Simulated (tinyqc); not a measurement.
# Transfer length from front and end resistance

Inverse problem. A contact of length d and width W has Rc = (Rsh Lt/W) coth(d/Lt) and Re = (Rsh Lt/W)/sinh(d/Lt), with Rsh the sheet resistance under the metal and Lt = sqrt(rc/Rsh). Find Lt, Rsh and rc.

Values chosen for this exercise: contact length d = 0.062 um; contact width W = 4 um.

Rc = 10.788250 ohm
Re = 9.1316121 ohm

Answer. Rc/Re = cosh(d/Lt) gives Lt, and Re then gives Rsh.

Lt = 0.1044 um
Rsh = 220.0 ohm/sq
rc = 2.400e-8 ohm cm^2

Computed by the program tinyqc: `OMP_NUM_THREADS=1 python tinyqc.py 2760052 2760053 out.jsonl`, one thread of a shared Intel Xeon 2.30GHz, about 0.01 s for the whole run.
